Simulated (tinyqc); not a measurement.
Worked calculation (part 1 of 2): RHF in the sto-6g basis, for H6, spin multiplicity 1. Computed by tinyqc, a small Python program that keeps every step (integrals from PySCF). Settings: charge = 0, multiplicity = 1, basis = sto-6g, energy threshold = 1e-08, iteration cap = 71, orthogonalisation = canonical, start = core, DIIS depth = 6, method = RHF. Command: `OMP_NUM_THREADS=1 python tinyqc.py 21463 21464 out.jsonl` (the two numbers bound the seeds that draw the settings). One thread of a shared host (Intel(R) Xeon(R) Processor @ 2.60GHz), about 0.1 s of CPU time with the checks. Later iterations appear only in the table of the cycle.

## One-electron integrals

Geometry (angstrom):
```
atom        x        y        z
H     0.00000  0.00000  0.00000
H     0.00000  0.00000  1.00000
H     0.00000  0.00000  2.81800
H     0.00000  0.00000  3.81900
H     0.00000  0.00000  5.63700
H     0.00000  0.00000  6.63700
```

Basis sto-6g: exponents (1/bohr^2) and contraction coefficients of normalised primitives:
```
element  l (shell)  exponent  coefficient
H            s (1)  35.52322      0.00916
H            s (1)   6.51314      0.04936
H            s (1)   1.82214      0.16854
H            s (1)   0.62596      0.37056
H            s (1)   0.24308      0.41649
H            s (1)   0.10011      0.13033
```

Overlap, kinetic and nuclear-attraction integrals over the contracted functions; the nuclear repulsion is the sum of Za Zb / Rab.

nuclear repulsion = 3.5788936 hartree

overlap S, lower triangle:
```
         1H 1s    2H 1s    3H 1s    4H 1s    5H 1s    6H 1s
1H 1s  1.00000
2H 1s  0.49673  1.00000
3H 1s  0.03003  0.15971  1.00000
4H 1s  0.00465  0.02998  0.49615  1.00000
5H 1s  0.00009  0.00087  0.02998  0.15971  1.00000
6H 1s  0.00001  0.00009  0.00465  0.03003  0.49673  1.00000
```

kinetic energy T (hartree), lower triangle:
```
          1H 1s     2H 1s     3H 1s     4H 1s    5H 1s    6H 1s
1H 1s   0.76852
2H 1s   0.11172   0.76852
3H 1s  -0.00717  -0.00854   0.76852
4H 1s  -0.00170  -0.00716   0.11136   0.76852
5H 1s  -0.00006  -0.00042  -0.00716  -0.00854  0.76852
6H 1s  -0.00001  -0.00006  -0.00170  -0.00717  0.11172  0.76852
```

nuclear attraction V (hartree), lower triangle:
```
          1H 1s     2H 1s     3H 1s     4H 1s     5H 1s     6H 1s
1H 1s  -2.25239
2H 1s  -1.08424  -2.43892
3H 1s  -0.05725  -0.31776  -2.55682
4H 1s  -0.00875  -0.05918  -1.18231  -2.55682
5H 1s  -0.00016  -0.00158  -0.05918  -0.31776  -2.43892
6H 1s  -0.00001  -0.00016  -0.00875  -0.05725  -1.08424  -2.25239
```

core Hamiltonian H = T + V (hartree), lower triangle:
```
          1H 1s     2H 1s     3H 1s     4H 1s     5H 1s     6H 1s
1H 1s  -1.48386
2H 1s  -0.97252  -1.67039
3H 1s  -0.06442  -0.32630  -1.78830
4H 1s  -0.01045  -0.06634  -1.07094  -1.78830
5H 1s  -0.00022  -0.00200  -0.06634  -0.32630  -1.67039
6H 1s  -0.00002  -0.00022  -0.01045  -0.06442  -0.97252  -1.48386
```

## Two-electron integrals

Functions are numbered as in S; the eight-fold symmetry (ij|kl) = (ji|kl) = (kl|ij) leaves the list below.

Two-electron integrals (ij|kl) in chemists' order, unique and non-zero (hartree):
```
(11|11) 0.77500    (21|11) 0.30946    (21|21) 0.15793    (22|11) 0.47803
(22|21) 0.30946    (22|22) 0.77500    (31|11) 0.01141    (31|21) 0.00658
(31|22) 0.01521    (31|31) 0.00039    (32|11) 0.04561    (32|21) 0.02956
(32|22) 0.07807    (32|31) 0.00218    (32|32) 0.01347    (33|11) 0.18775
(33|21) 0.11426    (33|22) 0.28914    (33|31) 0.01141    (33|32) 0.07807
(33|33) 0.77500    (41|11) 0.00143    (41|21) 0.00084    (41|22) 0.00197
(41|31) 0.00005    (41|32) 0.00032    (41|33) 0.00197    (41|41) 8.17e-06
(42|11) 0.00703    (42|21) 0.00442    (42|22) 0.01138    (42|31) 0.00035
(42|32) 0.00218    (42|33) 0.01518    (42|41) 0.00005    (42|42) 0.00039
(43|11) 0.07948    (43|21) 0.04685    (43|22) 0.11410    (43|31) 0.00443
(43|32) 0.02952    (43|33) 0.30900    (43|41) 0.00084    (43|42) 0.00656
(43|43) 0.15751    (44|11) 0.13856    (44|21) 0.07956    (44|22) 0.18769
(44|31) 0.00704    (44|32) 0.04559    (44|33) 0.47770    (44|41) 0.00143
(44|42) 0.01138    (44|43) 0.30900    (44|44) 0.77500    (51|11) 1.87e-05
(51|21) 1.13e-05   (51|22) 2.76e-05   (51|31) 8.74e-07   (51|32) 5.38e-06
(51|33) 3.91e-05   (51|41) 1.43e-07   (51|42) 1.02e-06   (51|43) 1.84e-05
(51|44) 3.51e-05   (52|11) 0.00015    (52|21) 0.00009    (52|22) 0.00022
(52|31) 7.45e-06   (52|32) 4.71e-05   (52|33) 0.00037    (52|41) 1.27e-06
(52|42) 9.33e-06   (52|43) 0.00018    (52|44) 0.00037    (52|51) 2.70e-08
(52|52) 2.65e-07   (53|11) 0.00384    (53|21) 0.00219    (53|22) 0.00511
(53|31) 0.00019    (53|32) 0.00119    (53|33) 0.01138    (53|41) 3.54e-05
(53|42) 0.00027    (53|43) 0.00656    (53|44) 0.01518    (53|51) 8.72e-07
(53|52) 9.33e-06   (53|53) 0.00039    (54|11) 0.01801    (54|21) 0.01005
(54|22) 0.02295    (54|31) 0.00081    (54|32) 0.00500    (54|33) 0.04559
(54|41) 0.00015    (54|42) 0.00119    (54|43) 0.02952    (54|44) 0.07807
(54|51) 4.15e-06   (54|52) 4.71e-05   (54|53) 0.00218    (54|54) 0.01347
(55|11) 0.09388    (55|21) 0.05127    (55|22) 0.11412    (55|31) 0.00385
(55|32) 0.02295    (55|33) 0.18769    (55|41) 0.00069    (55|42) 0.00511
(55|43) 0.11410    (55|44) 0.28914    (55|51) 1.87e-05   (55|52) 0.00022
(55|53) 0.01138    (55|54) 0.07807    (55|55) 0.77500    (61|11) 1.31e-06
(61|21) 7.75e-07   (61|22) 1.88e-06   (61|31) 6.44e-08   (61|32) 4.06e-07
(61|33) 3.30e-06   (61|41) 1.11e-08   (61|42) 8.24e-08   (61|43) 1.65e-06
(61|44) 3.30e-06   (61|53) 8.24e-08   (61|54) 4.06e-07   (61|55) 1.88e-06
(62|11) 1.33e-05   (62|21) 7.79e-06   (62|22) 1.87e-05   (62|31) 6.55e-07
(62|32) 4.15e-06   (62|33) 3.51e-05   (62|41) 1.16e-07   (62|42) 8.72e-07
(62|43) 1.84e-05   (62|44) 3.91e-05   (62|52) 2.70e-08   (62|53) 1.02e-06
(62|54) 5.38e-06   (62|55) 2.76e-05   (63|11) 0.00054    (63|21) 0.00030
(63|22) 0.00069    (63|31) 2.48e-05   (63|32) 0.00015    (63|33) 0.00143
(63|41) 4.65e-06   (63|42) 3.54e-05   (63|43) 0.00084    (63|44) 0.00197
(63|51) 1.16e-07   (63|52) 1.27e-06   (63|53) 0.00005    (63|54) 0.00032
(63|55) 0.00197    (63|61) 1.11e-08   (63|62) 1.43e-07   (63|63) 8.17e-06
(64|11) 0.00308    (64|21) 0.00170    (64|22) 0.00385    (64|31) 0.00013
(64|32) 0.00081    (64|33) 0.00704    (64|41) 2.48e-05   (64|42) 0.00019
(64|43) 0.00443    (64|44) 0.01141    (64|51) 6.55e-07   (64|52) 7.45e-06
(64|53) 0.00035    (64|54) 0.00218    (64|55) 0.01521    (64|61) 6.44e-08
(64|62) 8.74e-07   (64|63) 0.00005    (64|64) 0.00039    (65|11) 0.04289
(65|21) 0.02324    (65|22) 0.05127    (65|31) 0.00170    (65|32) 0.01005
(65|33) 0.07956    (65|41) 0.00030    (65|42) 0.00219    (65|43) 0.04685
(65|44) 0.11426    (65|51) 7.79e-06   (65|52) 0.00009    (65|53) 0.00442
(65|54) 0.02956    (65|55) 0.30946    (65|61) 7.75e-07   (65|62) 1.13e-05
(65|63) 0.00084    (65|64) 0.00658    (65|65) 0.15793    (66|11) 0.07973
(66|21) 0.04289    (66|22) 0.09388    (66|31) 0.00308    (66|32) 0.01801
(66|33) 0.13856    (66|41) 0.00054    (66|42) 0.00384    (66|43) 0.07948
(66|44) 0.18775    (66|51) 1.33e-05   (66|52) 0.00015    (66|53) 0.00703
(66|54) 0.04561    (66|55) 0.47803    (66|61) 1.31e-06   (66|62) 1.87e-05
(66|63) 0.00143    (66|64) 0.01141    (66|65) 0.30946    (66|66) 0.77500
```

## Orthogonalisation

S = U s U^T; canonical form X = U s^(-1/2), so that X^T S X = 1. Each column of U has its largest component positive (the first on a tie).

eigenvalues of S: 0.42376  0.49137  0.57097  1.34500  1.50824  1.66065

X:
```
              1         2         3         4         5        6
1H 1s   0.46496  -0.69658  -0.53778  -0.34842   0.40160  0.24329
2H 1s  -0.57993   0.72097   0.43226  -0.27129   0.40778  0.29610
3H 1s   0.79208  -0.11206   0.63217   0.42041   0.06282  0.39271
4H 1s  -0.79208  -0.11206  -0.63217   0.42041  -0.06282  0.39271
5H 1s   0.57993   0.72097  -0.43226  -0.27129  -0.40778  0.29610
6H 1s  -0.46496  -0.69658   0.53778  -0.34842  -0.40160  0.24329
```

## Starting guess

The start is the orbitals of the core Hamiltonian; D = 2 C_occ C_occ^T.

D at the start, lower triangle:
```
          1H 1s     2H 1s     3H 1s    4H 1s    5H 1s    6H 1s
1H 1s   0.26780
2H 1s   0.55160   1.14137
3H 1s   0.01007   0.07818   0.71395
4H 1s  -0.12456  -0.21138   0.63917  0.71395
5H 1s   0.03032   0.02017  -0.21138  0.07818  1.14137
6H 1s   0.02544   0.03032  -0.12456  0.01007  0.55160  0.26780
```

## Iteration 1: building the Fock matrix

J_ij = sum D_kl (ij|kl), K_ij = sum D_kl (ik|jl); F = H + J - 0.5 K; E = tr D H + tr D J / 2 - 0.25 tr D K + E_nn.

Coulomb J (hartree), lower triangle:
```
         1H 1s    2H 1s    3H 1s    4H 1s    5H 1s    6H 1s
1H 1s  1.61010
2H 1s  0.90749  2.06076
3H 1s  0.05383  0.30346  2.14246
4H 1s  0.00835  0.05662  1.05242  2.14246
5H 1s  0.00016  0.00155  0.05662  0.30346  2.06076
6H 1s  0.00001  0.00016  0.00835  0.05383  0.90749  1.61010
```

exchange K (hartree), lower triangle:
```
          1H 1s    2H 1s     3H 1s    4H 1s    5H 1s    6H 1s
1H 1s   0.73009
2H 1s   0.79060  1.28781
3H 1s   0.06967  0.19882   1.07397
4H 1s  -0.00990  0.03908   0.83624  1.07397
5H 1s   0.00156  0.00035   0.03908  0.19882  1.28781
6H 1s   0.00382  0.00156  -0.00990  0.06967  0.79060  0.73009
```

Fock matrix F (hartree), lower triangle:
```
          1H 1s     2H 1s     3H 1s     4H 1s     5H 1s     6H 1s
1H 1s  -0.23882
2H 1s  -0.46033  -0.25354
3H 1s  -0.04543  -0.12225  -0.18282
4H 1s   0.00285  -0.02926  -0.43664  -0.18282
5H 1s  -0.00084  -0.00063  -0.02926  -0.12225  -0.25354
6H 1s  -0.00192  -0.00084   0.00285  -0.04543  -0.46033  -0.23882
```

total energy of this density = -3.0601350 hartree

## Iteration 1: diagonalisation and new density

Diagonalise F' = X^T F X, C = X C', fill 3 alpha and 3 beta electrons from the bottom; D = 2 C_occ C_occ^T. Each column has its largest component positive (the first on a tie).

F' = X^T F X (hartree), lower triangle:
```
         1        2        3         4         5         6
1  0.64127
2  0.00000  0.44867
3  0.04542  0.00000  0.36261
4  0.00000  0.01888  0.00000  -0.39514
5  0.00938  0.00000  0.00108   0.00000  -0.47391
6  0.00000  0.00593  0.00000   0.03064   0.00000  -0.48376
```

orbital energies (hartree): MO1 -0.49332, MO2 -0.47399, MO3 -0.38604, MO4 0.35539, MO5 0.44914, MO6 0.64856

coefficients C:
```
           MO1       MO2       MO3       MO4       MO5       MO6
1H 1s  0.33606   0.39815  -0.24355   0.60426  -0.70254   0.37819
2H 1s  0.36345   0.41226  -0.18782  -0.51769   0.71673  -0.50149
3H 1s  0.24965   0.05565   0.52082  -0.50005  -0.09973   0.88195
4H 1s  0.24965  -0.05565   0.52082   0.50005  -0.09973  -0.88195
5H 1s  0.36345  -0.41226  -0.18782   0.51769   0.71673   0.50149
6H 1s  0.33606  -0.39815  -0.24355  -0.60426  -0.70254  -0.37819
```

D after iteration 1, lower triangle:
```
          1H 1s     2H 1s     3H 1s     4H 1s    5H 1s    6H 1s
1H 1s   0.66155
2H 1s   0.66404   0.67464
3H 1s  -0.04158   0.03172   0.67335
4H 1s  -0.13021  -0.06005   0.66096   0.67335
5H 1s   0.00749  -0.00517  -0.06005   0.03172  0.67464
6H 1s   0.02747   0.00749  -0.13021  -0.04158  0.66404  0.66155
```

## Iteration 2: building the Fock matrix

As before.

Coulomb J (hartree), lower triangle:
```
         1H 1s    2H 1s    3H 1s    4H 1s    5H 1s    6H 1s
1H 1s  1.74503
2H 1s  0.91023  1.93131
3H 1s  0.05178  0.28553  2.04918
4H 1s  0.00801  0.05372  1.00889  2.04918
5H 1s  0.00015  0.00148  0.05372  0.28553  1.93131
6H 1s  0.00001  0.00015  0.00801  0.05178  0.91023  1.74503
```

exchange K (hartree), lower triangle:
```
          1H 1s     2H 1s     3H 1s    4H 1s    5H 1s    6H 1s
1H 1s   1.02957
2H 1s   0.83559   1.05050
3H 1s   0.05732   0.16481   1.04687
4H 1s  -0.00621   0.05425   0.83386  1.04687
5H 1s  -0.00071   0.00114   0.05425  0.16481  1.05050
6H 1s   0.00183  -0.00071  -0.00621  0.05732  0.83559  1.02957
```

Fock matrix F (hartree), lower triangle:
```
          1H 1s     2H 1s     3H 1s     4H 1s     5H 1s     6H 1s
1H 1s  -0.25362
2H 1s  -0.48008  -0.26433
3H 1s  -0.04130  -0.12318  -0.26256
4H 1s   0.00067  -0.03974  -0.47898  -0.26256
5H 1s   0.00029  -0.00110  -0.03974  -0.12318  -0.26433
6H 1s  -0.00092   0.00029   0.00067  -0.04130  -0.48008  -0.25362
```

total energy of this density = -3.2147850 hartree

## Iteration 2: DIIS over 2 matrices

error matrix X^T (FDS - SDF) X:
```
          1         2         3         4        5        6
1   0.00000   0.00000   0.00017   0.00000  0.01435  0.00000
2   0.00000   0.00000   0.00000   0.00250  0.00000  0.00749
3  -0.00017   0.00000   0.00000   0.00000  0.02148  0.00000
4   0.00000  -0.00250   0.00000   0.00000  0.00000  0.00015
5  -0.01435   0.00000  -0.02148   0.00000  0.00000  0.00000
6   0.00000  -0.00749   0.00000  -0.00015  0.00000  0.00000
```

B (overlaps of the stored error matrices):
```
               1              2
1  4.9209438e-01  1.2809336e-02
2  1.2809336e-02  1.4597350e-03
```

Minimise |sum c_i e_i|^2 with sum c_i = 1: solve [B -1; -1 0][c; lambda] = [0; -1] with B_ij = tr e_i^T e_j, and take F = sum c_i F_i.

DIIS coefficients: -0.02425  1.02425

extrapolated F (hartree), lower triangle:
```
          1H 1s     2H 1s     3H 1s     4H 1s     5H 1s     6H 1s
1H 1s  -0.25398
2H 1s  -0.48056  -0.26460
3H 1s  -0.04120  -0.12320  -0.26449
4H 1s   0.00061  -0.03999  -0.48001  -0.26449
5H 1s   0.00031  -0.00111  -0.03999  -0.12320  -0.26460
6H 1s  -0.00090   0.00031   0.00061  -0.04120  -0.48056  -0.25398
```

## Iteration 2: diagonalisation and new density

As before.

F' = X^T F X (hartree), lower triangle:
```
          1        2        3         4         5         6
1   0.59372
2   0.00000  0.46255
3  -0.00367  0.00000  0.34046
4   0.00000  0.02188  0.00000  -0.44752
5   0.01647  0.00000  0.01167   0.00000  -0.49531
6   0.00000  0.01094  0.00000  -0.00050   0.00000  -0.53620
```

orbital energies (hartree): MO1 -0.53633, MO2 -0.49572, MO3 -0.44804, MO4 0.34058, MO5 0.46320, MO6 0.59402

coefficients C:
```
           MO1       MO2       MO3       MO4       MO5       MO6
1H 1s  0.24813   0.40201  -0.33374  -0.52565  -0.70204   0.47829
2H 1s  0.28579   0.41042  -0.29099   0.43010   0.71744  -0.57967
3H 1s  0.39741   0.04193   0.41959   0.64369  -0.09763   0.78414
4H 1s  0.39741  -0.04193   0.41959  -0.64369  -0.09763  -0.78414
5H 1s  0.28579  -0.41042  -0.29099  -0.43010   0.71744   0.57967
6H 1s  0.24813  -0.40201  -0.33374   0.52565  -0.70204  -0.47829
```

D after iteration 2, lower triangle:
```
          1H 1s     2H 1s     3H 1s     4H 1s    5H 1s    6H 1s
1H 1s   0.66912
2H 1s   0.66604   0.66959
3H 1s  -0.04913   0.01738   0.67150
4H 1s  -0.11656  -0.05146   0.66447   0.67150
5H 1s   0.00607  -0.00418  -0.05146   0.01738  0.66959
6H 1s   0.02267   0.00607  -0.11656  -0.04913  0.66604  0.66912
```

## Iteration 3: building the Fock matrix

As before.

Coulomb J (hartree), lower triangle:
```
         1H 1s    2H 1s    3H 1s    4H 1s    5H 1s    6H 1s
1H 1s  1.74817
2H 1s  0.91065  1.92968
3H 1s  0.05174  0.28513  2.04659
4H 1s  0.00800  0.05366  1.00772  2.04659
5H 1s  0.00015  0.00147  0.05366  0.28513  1.92968
6H 1s  0.00001  0.00015  0.00800  0.05174  0.91065  1.74817
```

exchange K (hartree), lower triangle:
```
          1H 1s     2H 1s     3H 1s    4H 1s    5H 1s    6H 1s
1H 1s   1.03557
2H 1s   0.83676   1.04663
3H 1s   0.05575   0.16099   1.04551
4H 1s  -0.00492   0.05502   0.83466  1.04551
5H 1s  -0.00071   0.00150   0.05502  0.16099  1.04663
6H 1s   0.00145  -0.00071  -0.00492  0.05575  0.83676  1.03557
```

Fock matrix F (hartree), lower triangle:
```
          1H 1s     2H 1s     3H 1s     4H 1s     5H 1s     6H 1s
1H 1s  -0.25348
2H 1s  -0.48025  -0.26403
3H 1s  -0.04056  -0.12166  -0.26446
4H 1s   0.00001  -0.04020  -0.48055  -0.26446
5H 1s   0.00029  -0.00128  -0.04020  -0.12166  -0.26403
6H 1s  -0.00073   0.00029   0.00001  -0.04056  -0.48025  -0.25348
```

total energy of this density = -3.2152721 hartree

## Iteration 3: DIIS over 3 matrices

error matrix X^T (FDS - SDF) X:
```
          1         2         3         4        5        6
1   0.00000   0.00000   0.00000   0.00000  0.00337  0.00000
2   0.00000   0.00000   0.00000   0.00207  0.00000  0.00122
3   0.00000   0.00000   0.00000   0.00000  0.00333  0.00000
4   0.00000  -0.00207   0.00000   0.00000  0.00000  0.00001
5  -0.00337   0.00000  -0.00333   0.00000  0.00000  0.00000
6   0.00000  -0.00122   0.00000  -0.00001  0.00000  0.00000
```

B (overlaps of the stored error matrices), lower triangle:
```
               1              2              3
1  4.9209438e-01
2  1.2809336e-02  1.4597350e-03
3  8.1723355e-04  2.6846721e-04  5.6440162e-05
```

As before.

DIIS coefficients: 0.00513  -0.27825  1.27312

extrapolated F (hartree), lower triangle:
```
          1H 1s     2H 1s     3H 1s     4H 1s     5H 1s     6H 1s
1H 1s  -0.25337
2H 1s  -0.48019  -0.26390
3H 1s  -0.04038  -0.12125  -0.26457
4H 1s  -0.00015  -0.04027  -0.48076  -0.26457
5H 1s   0.00028  -0.00132  -0.04027  -0.12125  -0.26390
6H 1s  -0.00068   0.00028  -0.00015  -0.04038  -0.48019  -0.25337
```

## Iteration 3: diagonalisation and new density

As before.

F' = X^T F X (hartree), lower triangle:
```
          1        2        3         4         5         6
1   0.59316
2   0.00000  0.46263
3  -0.00378  0.00000  0.34147
4   0.00000  0.02323  0.00000  -0.44822
5   0.01860  0.00000  0.01381   0.00000  -0.49422
6   0.00000  0.01173  0.00000  -0.00105   0.00000  -0.53537
```

orbital energies (hartree): MO1 -0.53553, MO2 -0.49477, MO3 -0.44879, MO4 0.34165, MO5 0.46336, MO6 0.59353

coefficients C:
```
           MO1       MO2       MO3       MO4       MO5       MO6
1H 1s  0.24637   0.40244  -0.33444  -0.52450  -0.70233   0.47919
2H 1s  0.28319   0.41044  -0.29399   0.43104   0.71724  -0.57897
3H 1s  0.40039   0.03873   0.41696   0.64398  -0.09671   0.78407
4H 1s  0.40039  -0.03873   0.41696  -0.64398  -0.09671  -0.78407
5H 1s  0.28319  -0.41044  -0.29399  -0.43104   0.71724   0.57897
6H 1s  0.24637  -0.40244  -0.33444   0.52450  -0.70233  -0.47919
```

D after iteration 3, lower triangle:
```
          1H 1s     2H 1s     3H 1s     4H 1s    5H 1s    6H 1s
1H 1s   0.66901
2H 1s   0.66653   0.67017
3H 1s  -0.05044   0.01340   0.67134
4H 1s  -0.11278  -0.05019   0.66534   0.67134
5H 1s   0.00584  -0.00366  -0.05019   0.01340  0.67017
6H 1s   0.02119   0.00584  -0.11278  -0.05044  0.66653  0.66901
```

## Iteration 6 (converged): orbitals

converged F (hartree), lower triangle:
```
          1H 1s     2H 1s     3H 1s     4H 1s     5H 1s     6H 1s
1H 1s  -0.25343
2H 1s  -0.48029  -0.26394
3H 1s  -0.04041  -0.12121  -0.26454
4H 1s  -0.00016  -0.04023  -0.48075  -0.26454
5H 1s   0.00028  -0.00132  -0.04023  -0.12121  -0.26394
6H 1s  -0.00068   0.00028  -0.00016  -0.04041  -0.48029  -0.25343
```

As before.

F' = X^T F X (hartree), lower triangle:
```
          1        2        3         4         5         6
1   0.59319
2   0.00000  0.46267
3  -0.00379  0.00000  0.34155
4   0.00000  0.02330  0.00000  -0.44827
5   0.01859  0.00000  0.01382   0.00000  -0.49432
6   0.00000  0.01179  0.00000  -0.00098   0.00000  -0.53539
```

orbital energies (hartree): MO1 -0.53554, MO2 -0.49487, MO3 -0.44885, MO4 0.34173, MO5 0.46341, MO6 0.59355

coefficients C:
```
           MO1       MO2       MO3       MO4       MO5       MO6
1H 1s  0.24668   0.40245  -0.33420  -0.52448  -0.70233   0.47921
2H 1s  0.28337   0.41042  -0.29383   0.43102   0.71724  -0.57899
3H 1s  0.40007   0.03873   0.41728   0.64401  -0.09666   0.78405
4H 1s  0.40007  -0.03873   0.41728  -0.64401  -0.09666  -0.78405
5H 1s  0.28337  -0.41042  -0.29383  -0.43102   0.71724   0.57899
6H 1s  0.24668  -0.40245  -0.33420   0.52448  -0.70233  -0.47921
```

D after iteration 6, lower triangle:
```
          1H 1s     2H 1s     3H 1s     4H 1s    5H 1s    6H 1s
1H 1s   0.66901
2H 1s   0.66654   0.67015
3H 1s  -0.05036   0.01331   0.67136
4H 1s  -0.11271  -0.05027   0.66536   0.67136
5H 1s   0.00585  -0.00363  -0.05027   0.01331  0.67015
6H 1s   0.02115   0.00585  -0.11271  -0.05036  0.66654  0.66901
```
